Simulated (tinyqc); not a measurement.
## Pelgrom slope, floor and doping from two device sizes

Problem. s^2 = A^2/(L W) + s0^2, with s0 independent of size and A = (q/Cox) sqrt(Na Wd/3) from random dopants alone, Cox = 3.9 eps0/ti. Find A, s0 and Na.

Values chosen for this exercise:
```
symbol  value  unit                                  meaning
ti        1.1    nm  oxide-equivalent thickness in inversion
```

Constants: q = 1.602176634e-19 C, eps0 = 8.8541878128e-14 F/cm where lengths are in cm. Results are converted to the units shown.

s for gate areas 0.0048 and 0.14 um^2 (mV): [8.27553605, 2.81257074]
Wd = 34.6752974 nm

Answer. s^2 is linear in 1/area: slope A^2, intercept s0^2.

A = 0.549 mV um
s0 = 2.40 mV
Na = 1.00e18 cm^-3

Computed by the program tinyqc: `OMP_NUM_THREADS=1 python tinyqc.py 2090003 2090004 out.jsonl`, one thread of a shared Intel Xeon 2.30GHz, about 0.01 s for the whole run.
